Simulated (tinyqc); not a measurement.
# Changing the temperature T

Model: formation energy of a charged point defect from supercell energies. Computed by tinyqc, a small Python program. Command: `OMP_NUM_THREADS=1 python tinyqc.py 3027701 3027702 out.jsonl formation sweep`. One thread of a shared host (Intel(R) Xeon(R) Processor @ 2.30GHz), about 0.02 s of CPU time with the checks.

The host is a compound AB. Making the defect adds n_A = -1, n_B = 0, n_X = 1 atoms to the cell. All total energies are inputs. E_F is counted from the valence-band maximum (VBM); x = 0 is A-rich and x = 1 B-rich growth.

Inputs (values chosen for the exercise, for a model compound AB):
```
quantity                       value      unit
E_VBM of the host cell          5.23        eV
potential alignment dV          0.13        eV
dielectric constant eps         8.18         -
cell length L                   18.2  angstrom
mu_A of the pure element      -3.083        eV
formation enthalpy dH of AB    -1.75        eV
growth condition x              0.62         -
Fermi level E_F                0.356        eV
site density N_s             2.6e+22     cm^-3
mu_X of the pure element      -2.809        eV
formation enthalpy of XB        -1.9        eV
```

Defect: impurity X on an A site. Supercell lattice: fcc.

charge states q: 1  0  -1

E(defect, q) - E(host), in the order of q (eV): -2.123  3.987  9.984

Constants: e^2/(4 pi eps_0) = 14.39964548 eV angstrom; k_B = 8.617333262e-05 eV/K.

Method:
- dmu_A = x dH and dmu_B = (1 - x) dH, so that dmu_A + dmu_B = dH; mu = mu(element) + dmu. The impurity is held at its solubility limit: dmu_X = min(0, dH(XB) - dmu_B).
- The reservoir term is sum n_i mu_i.
- Image-charge correction of a point charge in a neutralising background: E_corr = q^2 alpha e^2/(4 pi eps_0) / (2 eps L), alpha = 2.888282 for a fcc array with L the cube root of the volume.
- E_f(q, E_F) = [E(defect, q) - E(host)] - sum n_i mu_i + q (E_VBM + dV + E_F) + E_corr(q).
- E_f(q, E_F) = E_f(q, 0) + q E_F.
- c_q = N_s exp(-E_f(q, E_F)/k_B T), with all degeneracy factors one and no vibrational entropy.

One run for each value:
```
temperature T (K)  total concentration (cm^-3)  mean charge (e)
500                                  1.102e-14           0.9973
643                                  1.364e-06           0.9899
929                                  7.176e+02           0.9595
1070                                 2.785e+05           0.9392
1210                                 2.639e+07           0.9170
1360                                 1.231e+09           0.8922
1500                                 2.235e+10           0.8685
```

Give the missing row, temperature T (K) = 786.

Computed row:
```
temperature T (K)  total concentration (cm^-3)  mean charge (e)
786                                  1.934e-01           0.9770
```

Interpolating between the two neighbouring rows (linearly) misses most in total concentration (cm^-3), by a factor of 1900. Over the rows, total concentration (cm^-3) rises from 1.10e-14 to 2.23e10 (exponent d ln y / d ln x 74 between the first rows and 30 between the last); mean charge (e) falls from 0.997 to 0.868 (exponent d ln y / d ln x -0.029 between the first rows and -0.27 between the last). A line through ln c against 1/(k_B T) has slope -3.617 eV, minus the formation energy averaged over the charge states present.
